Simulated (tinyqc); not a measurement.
Inside a calculation. Method: RKS/PBE0 in the 3-21g basis, for H3-, spin multiplicity 1. The basis has no diffuse functions, so it cannot describe the extra electron: this is an exercise in the method, not the real anion. One step of it, computed by the program tinyqc.

Question. Iteration 7 (converged): orbitals. Diagonalise F' = X^T F X, C = X C', fill 2 alpha and 2 beta electrons from the bottom; D = 2 C_occ C_occ^T. Each column has its largest component positive (the first on a tie).

converged F (hartree), order 1H 1s, 1H 2s, 2H 1s, 2H 2s, 3H 1s, 3H 2s:
```
[[0.385312, -0.216185, -0.222230, -0.206212, -0.222230, -0.206212],
 [-0.216185, -0.013755, -0.171177, -0.032185, -0.171177, -0.032185],
 [-0.222230, -0.171177, 0.502703, -0.139585, -0.054208, -0.113556],
 [-0.206212, -0.032185, -0.139585, 0.061797, -0.113556, -0.075955],
 [-0.222230, -0.171177, -0.054208, -0.113556, 0.502703, -0.139585],
 [-0.206212, -0.032185, -0.113556, -0.075955, -0.139585, 0.061797]]
```

X, order 1H 1s, 1H 2s, 2H 1s, 2H 2s, 3H 1s, 3H 2s:
```
[[1.286342, -0.613237, -0.110970, 0.108511, -0.110970, 0.108511],
 [-0.613237, 3.440756, -0.023183, -1.442213, -0.023183, -1.442213],
 [-0.110970, -0.023183, 1.258891, -0.459787, 0.036839, 0.061030],
 [0.108511, -1.442213, -0.459787, 2.053654, 0.061030, 0.405157],
 [-0.110970, -0.023183, 0.036839, 0.061030, 1.258891, -0.459787],
 [0.108511, -1.442213, 0.061030, 0.405157, -0.459787, 2.053654]]
```

Give: F' = X^T F X; orbital energies; coefficients C; D after iteration 7.

Answer.

F' = X^T F X (hartree):
```
[[0.9701, -0.5656, -0.3118, -0.0226, -0.3118, -0.0226],
 [-0.5656, 0.7534, -0.1064, -0.1666, -0.1064, -0.1666],
 [-0.3118, -0.1064, 1.0162, -0.5118, 0.1140, 0.0204],
 [-0.0226, -0.1666, -0.5118, 0.5103, 0.0204, -0.0598],
 [-0.3118, -0.1064, 0.1140, 0.0204, 1.0162, -0.5118],
 [-0.0226, -0.1666, 0.0204, -0.0598, -0.5118, 0.5103]]
```

orbital energies (hartree): [-0.1471, 0.1786, 0.5581, 1.1811, 1.2937, 1.7120]

coefficients C, order 1H 1s, 1H 2s, 2H 1s, 2H 2s, 3H 1s, 3H 2s:
```
[[0.2858, 0.0000, 0.2452, -0.7692, 0.0000, -1.1599],
 [0.2644, 0.0000, 2.8226, 1.9357, 0.0000, 2.1429],
 [0.1767, 0.2154, 0.0377, -0.6086, -0.9143, 0.7272],
 [0.2113, 0.7208, -1.8569, -0.3576, 0.9873, -1.2544],
 [0.1767, -0.2154, 0.0377, -0.6086, 0.9143, 0.7272],
 [0.2113, -0.7208, -1.8569, -0.3576, -0.9873, -1.2544]]
```

D after iteration 7, order 1H 1s, 1H 2s, 2H 1s, 2H 2s, 3H 1s, 3H 2s:
```
[[0.1634, 0.1511, 0.1010, 0.1208, 0.1010, 0.1208],
 [0.1511, 0.1398, 0.0934, 0.1117, 0.0934, 0.1117],
 [0.1010, 0.0934, 0.1552, 0.3851, -0.0303, -0.2358],
 [0.1208, 0.1117, 0.3851, 1.1284, -0.2358, -0.9498],
 [0.1010, 0.0934, -0.0303, -0.2358, 0.1552, 0.3851],
 [0.1208, 0.1117, -0.2358, -0.9498, 0.3851, 1.1284]]
```
